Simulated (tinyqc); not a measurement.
Superjunction drift layer against a plain one, charge balance: two steps of the calculation.

Alternating n and p pillars of equal width wp, doping N and length Lp. When depleted, the lateral field peaks at Ex = q N wp/(2 eps0 eps_r) at the pillar junctions and a uniform vertical field Ey is added; breakdown is taken where Ex^2 + Ey^2 = Ef^2. Only the n pillars conduct, narrowed by the zero-bias depletion. A first-order model: the field peaks at the pillar ends are left out.

Values chosen for this exercise; values close to those of 4H silicon carbide:
```
symbol  value        unit                                     meaning
eps_r    9.74              relative permittivity of the semiconductor
mx        918  cm^2/(V s)                      mobility at low doping
mi       39.3  cm^2/(V s)                     mobility at high doping
Nr       2e17       cm^-3            reference doping of the mobility
BV       4000           V                    wanted breakdown voltage
wp          2          um                        width of each pillar
Ef        2.2       MV/cm           critical field inside the pillars
a        0.52                     lateral peak field as a share of Ef
Vb        2.8           V    built-in voltage of the pillar junctions
dl        2.8           %                charge imbalance (Nn - Np)/N
```

Constants: q = 1.602176634e-19 C, eps0 = 8.8541878128e-14 F/cm where lengths are in cm. Results are converted to the units shown.

Problem 1. Design of the pillars. Ex = a Ef gives N = 2 eps0 eps_r a Ef/(q wp); Ey = Ef sqrt(1 - a^2); Lp = BV/Ey; xd = sqrt(eps0 eps_r Vb/(q N)) on each side; Rsp = 2 Lp/(q mu(N) N (1 - 2 xd/wp)). mu(N) = mi + (mx - mi)/(1 + (N/Nr)^0.9).

Give: N; Ey; Lp; xd; Rsp.

Solution 1.

N = 6.158e16 cm^-3
Ey = 1.879 MV/cm
Lp = 21.29 um
xd = 0.1564 um
Rsp = 0.7393 mohm cm^2

The pillars have an aspect ratio of 10.6. Their doping is 21.8 times, and their Rsp 0.0771 times, that of the plain layer.

Problem 2. Loss of breakdown voltage by imbalance. An imbalance dl leaves the mean net doping |dl| N/2, which tilts the vertical field by s = q |dl| N/(2 eps0 eps_r): BV(dl) = Ey Lp - s Lp^2/2, or Ey^2/(2 s) if the field reaches zero inside the pillar.

N = 6.1577679e16 cm^-3
Ey = 1.8791658 MV/cm
Lp = 21.286041 um

Wanted: tilt s; BV(dl); loss.

Solution 2.

tilt s = 16.02 kV/(cm um)
BV(dl) = 3637 V
loss = 9.071 %

tinyqc, about 0.01 s, one thread, Intel Xeon 2.30GHz (shared host): `OMP_NUM_THREADS=1 python tinyqc.py 2590043 2590044 out.jsonl`
